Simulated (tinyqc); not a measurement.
# Free and trapped electrons in a MOS channel with a dense trap tail, step by step

Numbers from tinyqc (`OMP_NUM_THREADS=1 python tinyqc.py 2222149 2222150 out.jsonl`; about 0.02 s on one thread of a shared Intel Xeon 2.30GHz). Printed values are rounded.

p-type body, charge-sheet picture, full ionisation (an idealisation for deep acceptors), Boltzmann statistics for free electrons. e = Ec - EF at the surface. Acceptor-like traps of density D(E) = D0 + De exp(-E/Ew) at depth E below Ec, from 0 to Eu, hold n_t = integral of D(E)/(1 + exp((e - E)/Vt)). psi = Eg - Vt ln(Nv/Na) - e; N_dep = sqrt(2 eps0 eps_r Na (psi - Vt)/q); n_f = sqrt(N_dep^2 + 2 eps0 eps_r Vt Nc exp(-e/Vt)/q) - N_dep; Vg = Vfb + psi + q (N_dep + n_t + n_f)/Cox, Cox = eps0 eox/tox.

Inputs (values chosen for the exercise); band and dielectric values close to those of 4H silicon carbide:

| symbol | value | unit | meaning |
|---|---|---|---|
| T | 300 | K | temperature |
| Eg | 3.23 | eV | band gap |
| eps_r | 9.81 |  | relative permittivity |
| Nc | 1.71e19 | cm^-3 | conduction-band density of states at T |
| Nv | 2.46e19 | cm^-3 | valence-band density of states at T |
| eox | 3.9 |  | relative permittivity of the insulator |
| tox | 30 | nm | insulator thickness |
| Na | 1.9e17 | cm^-3 | acceptor density |
| Vfb | -2.33 | V | flat-band voltage without trapped charge |
| D0 | 9.4e10 | cm^-2 eV^-1 | constant background density of acceptor-like traps |
| De | 1.8e13 | cm^-2 eV^-1 | density of the tail at the conduction edge |
| Ew | 0.1 | eV | decay energy of the tail |
| Eu | 0.62 | eV | depth below Ec down to which the traps reach |
| mf | 130 | cm^2/(V s) | mobility of free electrons |
| e | 0.073 | eV | Ec - EF at the surface |

Constants: q = 1.602176634e-19 C, kB = 1.380649e-23 J/K, Vt = kB T/q, eps0 = 8.8541878128e-14 F/cm where lengths are in cm. Results are converted to the units shown.

## Trapped charge

Trapezoid rule on 12 equal steps from 0 to Eu, f = 1/(1 + exp((e - E)/Vt)).

E, point 0 to 12 (eV): [0, 0.05166667, 0.1033333, 0.155, 0.2066667, 0.2583333, 0.31, 0.3616667, 0.4133333, 0.465, 0.5166667, 0.5683333, 0.62]
D(E) f, point 0 to 12 (cm^-2 eV^-1): [1.014229e12, 3.299790e12, 4.963408e12, 3.756958e12, 2.359521e12, 1.452275e12, 9.047912e11, 5.776896e11, 3.825277e11, 2.661088e11, 1.966639e11, 1.552396e11, 1.305298e11]
n_t = 9.758465e11 cm^-2

With 1600 steps n_t = 9.819e11 cm^-2; the coarse value is 0.62 % below it.

## Charges and gate voltage

psi, N_dep, n_f and Vg as defined, with the n_t given; free share n_f/(n_f + n_t); apparent mobility mf n_f/(n_f + n_t); gate voltage spent on traps q n_t/Cox.

psi = 3.031269 V
N_dep = 2.488272e12 cm^-2
n_f = 5.655179e10 cm^-2
Vg = 5.601806 V
free share = 5.477710 %
apparent mobility = 7.121024 cm^2/(V s)
gate voltage spent on traps = 1.358313 V
